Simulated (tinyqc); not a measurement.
Worked calculation: binary melting diagram from solution models of liquid and solid. Computed by tinyqc, a small Python program that keeps every step. Command: `OMP_NUM_THREADS=1 python tinyqc.py 3020427 3020428 out.jsonl melt walk`. One thread of a shared host (Intel(R) Xeon(R) Processor @ 2.30GHz), about 0.01 s of CPU time with the checks. Intermediate numbers are printed to about 7 digits and carried at full precision; extremes and crossings named in words are read from the listed rows.

x is the fraction of B. In a phase with interaction L: mu_A = G_A + R T ln(1 - x) + L x^2, mu_B = G_B + R T ln x + L (1 - x)^2. Melting: G(liquid) - G(solid) = H (1 - T/T_m) for each pure component.

Inputs (values chosen for the exercise, for a model alloy):
```
quantity                value    unit
melting point T_A        1130       K
melting point T_B         610       K
heat of melting H_A      12.3  kJ/mol
heat of melting H_B      14.8  kJ/mol
liquid interaction L_L   -5.9  kJ/mol
overall fraction x0       0.9       -
```

Diagram: eutectic with pure solids.

Constants: R = 8.314462618 J/(mol K).

## The two liquidus branches

Liquid against pure solid A: T = (H_A + L_L x^2)/(H_A/T_A - R ln(1 - x)); against pure solid B: T = (H_B + L_L (1 - x)^2)/(H_B/T_B - R ln x). The higher branch is the stable one; a dash marks a branch without a positive root.

Liquidus temperatures (K):
```
x     branch A  branch B  first solid
0.05  1086.091  192.7031            A
0.15   994.364  263.1955            A
0.30   849.716  347.4779            A
0.45   700.397  421.1856            A
0.60   549.952  486.0128            A
0.75   400.747  541.4246            B
0.90   250.452  586.3958            B
0.97   168.548  603.4819            B
```

## Eutectic point by bisection

Halve the interval 0.001 to 0.999 for the crossing, 44 times.

Bisection, first 12 steps:
```
step          x  branch A (K)  branch B (K)
1     0.5000000      650.2243      443.7903
2     0.7495000      401.2422      541.2567
3     0.6247500      525.2129      495.8287
4     0.6871250      463.0774      519.4046
5     0.6559375      494.1051      507.8274
6     0.6403437      509.6492      501.8802
7     0.6481406      501.8747      504.8669
8     0.6442422      505.7613      503.3768
9     0.6461914      503.8178      504.1227
10    0.6452168      504.7896      503.7499
11    0.6457041      504.3037      503.9363
12    0.6459478      504.0608      504.0295
```

eutectic composition x_E = 0.6459704

eutectic temperature T_E = 504.0382 K

T_E lies 106 K below the lower melting point, and x_E lies on the side of B, the lower-melting component.

## Freezing of the alloy x0

Primary solid forms at the higher branch; just above T_E its mole fraction is (x_E - x0)/x_E for A or (x0 - x_E)/(1 - x_E) for B, and the rest freezes as eutectic, with B making up x_E of it.

liquidus temperature = 586.3958 K

fraction of primary solid = 0.7175377

freezing range = 82.35762 K

The primary solid is B.

## Effect of the liquid interaction

The crossing is found anew for each L_L.

Eutectic point:
```
L_L (kJ/mol)        x_E   T_E (K)
-15.0         0.5696189  415.3741
-9.8          0.6059709  467.1041
-4.9          0.6588307  513.1165
-2.5          0.6954491  533.9812
0.0           0.7438386  553.8341
2.0           0.7900281  567.7763
4.0           0.8393685  579.4810
```

T_E rises from 415 to 579 K, 8.6 K per kJ/mol on average: attraction in the liquid stabilises it and deepens the eutectic. As attraction grows x_E moves from 0.839 to 0.570, towards 1/2, where mixing gains most.

Checks made by the program: equal chemical potentials at the eutectic (relative difference below 1e-10).
